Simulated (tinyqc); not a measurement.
Worked calculation: plane-wave Kohn-Sham cycle with exchange-only LDA in a layered model solid. Computed by tinyqc, a small Python program that keeps every step. Settings: points = 16, plane-wave index or count = 2, electrons = 2, k points = 2, area = 34.0, mixing = 0.1, iteration cap = 73. Command: `OMP_NUM_THREADS=1 python tinyqc.py 24574 24575 out.jsonl` (the two numbers bound the seeds that draw the settings). One thread of a shared host (Intel(R) Xeon(R) Processor @ 2.60GHz), about 0.02 s of CPU time with the checks. Later iterations appear only in the table of the cycle.

## Iteration 1: potential

A solid whose potential varies along x alone (atomic units):
```
parameter                      value
period a                   15.800000
cross-section of the cell  34.000000
electrons per cell                 2
grid points                       16
plane waves -n..n, n               2
k points                           2
V1 in V1 cos(2 pi x/a)     -0.650000
V2 in V2 cos(4 pi x/a)      0.060000
```

density at the start, on the grid x_j = j a/N (e/bohr^3): [0.00372301, 0.00372301, 0.00372301, 0.00372301, 0.00372301, 0.00372301, 0.00372301, 0.00372301, 0.00372301, 0.00372301, 0.00372301, 0.00372301, 0.00372301, 0.00372301, 0.00372301, 0.00372301]

V_H(G) = 4 pi rho(G)/G^2 for G != 0 (uniform background); v_x = -(3 rho/pi)^(1/3); V = V_ext + V_H + v_x; Fourier components f(G_m) = (1/N) sum_j f(x_j) exp(-i G_m x_j).

Potentials on the grid (hartree):
```
x              V_ext       V_H        v_x          V
0.000000   -0.590000  0.000000  -0.152624  -0.742624
0.987500   -0.558095  0.000000  -0.152624  -0.710719
1.975000   -0.459619  0.000000  -0.152624  -0.612243
2.962500   -0.291171  0.000000  -0.152624  -0.443794
3.950000   -0.060000  0.000000  -0.152624  -0.212624
4.937500    0.206318  0.000000  -0.152624   0.053694
5.925000    0.459619  0.000000  -0.152624   0.306996
6.912500    0.642948  0.000000  -0.152624   0.490324
7.900000    0.710000  0.000000  -0.152624   0.557376
8.887500    0.642948  0.000000  -0.152624   0.490324
9.875000    0.459619  0.000000  -0.152624   0.306996
10.862500   0.206318  0.000000  -0.152624   0.053694
11.850000  -0.060000  0.000000  -0.152624  -0.212624
12.837500  -0.291171  0.000000  -0.152624  -0.443794
13.825000  -0.459619  0.000000  -0.152624  -0.612243
14.812500  -0.558095  0.000000  -0.152624  -0.710719
```

V(G_m), m = 0, 1, 2, ... (hartree): [-0.152624, -0.325000, 0.030000, 0.000000, 0.000000]

## Iteration 1: Hamiltonian at one k

k = 0.250000 2 pi / a

H(m,m') = (k + G_m)^2/2 delta + V(G_m - G_m'), with V(-G) = V(G).

H (hartree), order -2, -1, +0, +1, +2:
$$\begin{pmatrix}
0.089530 & -0.325000 & 0.030000 & 0.000000 & 0.000000 \\
-0.325000 & -0.108146 & -0.325000 & 0.030000 & 0.000000 \\
0.030000 & -0.325000 & -0.147682 & -0.325000 & 0.030000 \\
0.000000 & 0.030000 & -0.325000 & -0.029076 & -0.325000 \\
0.000000 & 0.000000 & 0.030000 & -0.325000 & 0.247672
\end{pmatrix}$$

## Iteration 1: levels at that k

Diagonalise the Hermitian matrix.

eigenvalues (hartree): [-0.608577, -0.317920, 0.018513, 0.377050, 0.583232]

## Iteration 1: new density

Motion across x is left out: the lowest 1 band(s) hold two electrons at each of the k points (j + 1/2)/nk - 1/2. Residual R = rho(out) - rho(in); rho(new) = rho(in) + 0.1 R. rho(out) = 2/(a A nk) sum |psi|^2 with psi = sum c exp(i G x). Harris energy E = band energy - dV sum rho (V_H/2 + v_x) + (3/4) dV sum rho v_x with rho(in), dV = a A/N, band energy = (2/nk) sum of the filled levels.

rho(out) (e/bohr^3): [0.01501712, 0.01247423, 0.00697581, 0.00239859, 0.00039957, 0.00001665, 0.00000249, 0.00000256, 0.00001119, 0.00000256, 0.00000249, 0.00001665, 0.00039957, 0.00239859, 0.00697581, 0.01247423]

density after iteration 1 (e/bohr^3): [0.00485242, 0.00459813, 0.00404829, 0.00359057, 0.00339066, 0.00335237, 0.00335096, 0.00335096, 0.00335183, 0.00335096, 0.00335096, 0.00335237, 0.00339066, 0.00359057, 0.00404829, 0.00459813]

energy per cell = -1.14084227 hartree

## Iteration 2: potential

As before.

Potentials on the grid (hartree):
```
x              V_ext        V_H        v_x          V
0.000000   -0.590000   0.057720  -0.166716  -0.698996
0.987500   -0.558095   0.051073  -0.163751  -0.670774
1.975000   -0.459619   0.034013  -0.156945  -0.582551
2.962500   -0.291171   0.012859  -0.150792  -0.429103
3.950000   -0.060000  -0.006951  -0.147940  -0.214891
4.937500    0.206318  -0.022853  -0.147381   0.036084
5.925000    0.459619  -0.034245  -0.147360   0.278014
6.912500    0.642948  -0.041079  -0.147360   0.454509
7.900000    0.710000  -0.043354  -0.147373   0.519273
8.887500    0.642948  -0.041079  -0.147360   0.454509
9.875000    0.459619  -0.034245  -0.147360   0.278014
10.862500   0.206318  -0.022853  -0.147381   0.036084
11.850000  -0.060000  -0.006951  -0.147940  -0.214891
12.837500  -0.291171   0.012859  -0.150792  -0.429103
13.825000  -0.459619   0.034013  -0.156945  -0.582551
14.812500  -0.558095   0.051073  -0.163751  -0.670774
```

V(G_m), m = 0, 1, 2, ... (hartree): [-0.152322, -0.304411, 0.031252, -0.000184, -0.000027]

## Iteration 2: Hamiltonian at one k

k = 0.250000 2 pi / a

As before.

H (hartree), order -2, -1, +0, +1, +2:
$$\begin{pmatrix}
0.089832 & -0.304411 & 0.031252 & -0.000184 & -0.000027 \\
-0.304411 & -0.107844 & -0.304411 & 0.031252 & -0.000184 \\
0.031252 & -0.304411 & -0.147380 & -0.304411 & 0.031252 \\
-0.000184 & 0.031252 & -0.304411 & -0.028774 & -0.304411 \\
-0.000027 & -0.000184 & 0.031252 & -0.304411 & 0.247974
\end{pmatrix}$$

## Iteration 2: levels at that k

As before.

eigenvalues (hartree): [-0.572852, -0.299543, 0.016740, 0.356746, 0.552718]

## Iteration 2: new density

As before.

rho(out) (e/bohr^3): [0.01484287, 0.01237649, 0.00701440, 0.00248932, 0.00045016, 0.00002390, 0.00000127, 0.00000233, 0.00000952, 0.00000233, 0.00000127, 0.00002390, 0.00045016, 0.00248932, 0.00701440, 0.01237649]

density after iteration 2 (e/bohr^3): [0.00585146, 0.00537597, 0.00434490, 0.00348044, 0.00309661, 0.00301953, 0.00301599, 0.00301610, 0.00301760, 0.00301610, 0.00301599, 0.00301953, 0.00309661, 0.00348044, 0.00434490, 0.00537597]

energy per cell = -1.07356028 hartree

## Convergence

Stop when sqrt(dV sum R^2) is below 1e-8, dV = a A/N.

Course of the cycle:
```
iteration  E (hartree)  norm of the residual
1          -1.14084227              1.19e-01
2          -1.07356028              1.06e-01
3          -1.01887141              9.44e-02
4          -0.97490880              8.37e-02
5          -0.93984739              7.40e-02
6          -0.91206764              6.53e-02
7          -0.89018710              5.75e-02
8          -0.87304922              5.05e-02
9          -0.85969866              4.43e-02
10         -0.84935360              3.87e-02
11         -0.84137926              3.38e-02
...                ...                   ...
63         -0.81697461              1.42e-04
64         -0.81697482              1.29e-04
65         -0.81697500              1.16e-04
66         -0.81697515              1.05e-04
67         -0.81697528              9.54e-05
68         -0.81697539              8.63e-05
69         -0.81697549              7.81e-05
70         -0.81697556              7.07e-05
71         -0.81697563              6.39e-05
72         -0.81697569              5.78e-05
73         -0.81697573              5.23e-05
```

Not converged within 73 iterations: the residual falls steadily but slowly, by a factor of about 0.91 a step. Reruns (cap 100 unless said): mixing 0.5, Kerker q0 1.0: not converged; mixing 0.3, Pulay depth 5: converged in 11 (E = -0.81698); the original settings with a cap of 400: converged in 158 (E = -0.81698).
